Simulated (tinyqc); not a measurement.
Inside a calculation. Model: rigid-ion and shell models of the dielectric response of an ionic crystal. Computed by tinyqc, a small Python program that keeps every step. Command: `OMP_NUM_THREADS=1 python tinyqc.py 3023306 3023307 out.jsonl shell walk`. One thread of a shared host (Intel(R) Xeon(R) Processor @ 2.30GHz), about 0.01 s of CPU time with the checks. Intermediate numbers are printed to about 6 digits and carried at full precision; extremes and crossings named in words are read from the listed rows.

Charges +Z and -Z; 6 nearest neighbours, Madelung constant M = 1.747565, volume per ion pair Omega = 2.000000 d^3. Energy per pair U = -M Z^2 e2/d + 6 A exp(-d/rho), e2 = e^2/(4 pi eps_0). In the shell model the anion is a core of charge Y - Z and a massless shell of charge -Y, joined by the spring k; the repulsion acts on the shell. Each ion feels the Lorentz field E + (4 pi/3) P (Gaussian units).

Inputs (values chosen for the exercise, for a model crystal):

| quantity | value | unit |
|---|---|---|
| nearest-neighbour distance d | 3.04 | angstrom |
| ionic charge Z | 1 | e |
| hardness d/rho | 9.32 | - |
| cation mass | 78.7 | u |
| anion mass | 16 | u |
| shell charge size Y | 3.23 | e |
| core-shell spring k | 34 | eV/angstrom^2 |
| cation polarisability alpha_+ | 0.34 | angstrom^3 |
| film thickness t | 2.3 | nm |

Structure: rock salt.

Constants: e^2/(4 pi eps_0) = 14.39964548 eV angstrom; 1 eV/angstrom^3 = 160.2176634 GPa; nu for 1 eV/(angstrom^2 u) = 15.6333042 THz; 1 THz = 33.35640952 1/cm; eps_0 = 8.8541878128e-12 F/m; h x 1 THz = 4.135667696 meV.

## Equilibrium, bulk modulus and repulsive spring

Zero pressure fixes 6 A exp(-d/rho) = M Z^2 e2 rho/d^2. Then U = -(M Z^2 e2/d)(1 - rho/d), B = M Z^2 e2 (d/rho - 2)/(9 Omega d), and the spring of one sublattice against the other is R = (1/3) x (Laplacian of the repulsion summed over neighbours) = M Z^2 e2 (d/rho - 2)/(3 d^3), so R = 3 B Omega/d^2.

volume Omega = 56.1889 angstrom^3

lattice energy U = -7.38957 eV/pair

bulk modulus B = 19.1973 GPa

repulsive spring R = 2.18552 eV/angstrom^2

## Rigid ions

With C = 4 pi Z^2 e2/(3 Omega): mu lambda_TO = R - C, mu lambda_LO = R + 2 C; eps_inf = 1 and eps_s = lambda_LO/lambda_TO. lambda in eV/(angstrom^2 u) gives the wavenumber 15.6333042 x 33.35640952 x sqrt(lambda); mu is the reduced mass.

Coulomb spring C = 1.07347 eV/angstrom^2

omega_TO, rigid ions = 150.806 1/cm

omega_LO, rigid ions = 297.663 1/cm

eps_s, rigid ions = 3.89593

## Shell model: electronic response

Eliminating the shell gives the anion polarisability alpha_- = Y^2 e2/(k + R), the Szigeti charge Z_S = Z - Y R/(k + R) and the softened spring R' = k R/(k + R). With b = 4 pi (alpha_+ + alpha_-)/(3 Omega): eps_inf = (1 + 2b)/(1 - b) (Clausius-Mossotti); Born charge Z* = Z_S (eps_inf + 2)/3.

anion polarisability alpha_- = 4.15166 angstrom^3

Szigeti charge Z_S = 0.804916 e

softened spring R' = 2.05352 eV/angstrom^2

b = 0.334846

eps_inf = 2.51023

Born charge Z* = 1.21012 e

Overlap pushes the shell back and lowers the effective charge to 80 % of Z; the local field then raises the Born charge to 121 % of Z.

## Shell model: lattice response

mu lambda_TO = R' - (4 pi e2/(3 Omega)) Z_S^2/(1 - b); mu lambda_LO = mu lambda_TO + 4 pi e2 Z*^2/(eps_inf Omega); eps_s = eps_inf lambda_LO/lambda_TO.

mu lambda_TO = 1.00791 eV/angstrom^2

omega_TO = 143.572 1/cm

omega_LO = 242.969 1/cm

eps_s = 7.18915

share of R' left after the dipole term = 0.490822

The dipole field cancels 51 % of the short-range spring.

## As a gate dielectric

Capacitance per area eps_0 eps_s/t; equivalent oxide thickness EOT = t x 3.9/eps_s; the surface optical mode against silicon (eps = 11.7) lies at omega_TO sqrt[(eps_s + 11.7)/(eps_inf + 11.7)], and its squared coupling to channel electrons scales as g = hbar omega_SO [1/(11.7 + eps_inf) - 1/(11.7 + eps_s)], with hbar omega = h c x wavenumber.

capacitance per area = 27.6757 fF/micrometre^2

equivalent oxide thickness = 1.24771 nm

surface optical mode = 165.529 1/cm

remote-phonon coupling g = 0.357744 meV

## From rigid to soft shells

The formulas are those given above.

Response against the core-shell spring:

| k (eV/angstrom^2) | eps_inf | Z_S | Z* | omega_TO (1/cm) | omega_LO (1/cm) | eps_s |
|---|---|---|---|---|---|---|
| 27 | 3.07681 | 0.758126 | 1.28295 | 141.408 | 235.009 | 8.49809 |
| 34 | 2.51023 | 0.804916 | 1.21012 | 143.572 | 242.969 | 7.18915 |
| 44 | 2.09743 | 0.847155 | 1.15705 | 145.128 | 251.198 | 6.28373 |
| 61 | 1.76219 | 0.888278 | 1.11396 | 146.380 | 260.394 | 5.57639 |
| 88 | 1.52745 | 0.921726 | 1.08378 | 147.250 | 268.939 | 5.09526 |
| 140 | 1.34863 | 0.950352 | 1.06079 | 147.909 | 277.183 | 4.73629 |
| 270 | 1.21369 | 0.974065 | 1.04345 | 148.405 | 284.792 | 4.46959 |
| 1000 | 1.11372 | 0.992956 | 1.03059 | 148.771 | 291.449 | 4.27430 |

From the stiffest to the softest shell eps_inf rises from 1.11 to 3.08 and Z_S falls from 0.99 to 0.76; omega_LO moves by -19 % and omega_TO by -4.9 %. Screening by eps_inf cuts the LO frequency, which rigid ions overstate (rigid ions: 298 per cm); eps_s goes from 4.27 to 8.50.

Checks made by the program: TO spring by direct elimination of the shell from the 2 x 2 energy matrix (relative difference below 1e-10); Szigeti's relation mu lambda_TO (eps_s + 2)/(eps_inf + 2) = R' (relative difference below 1e-10).
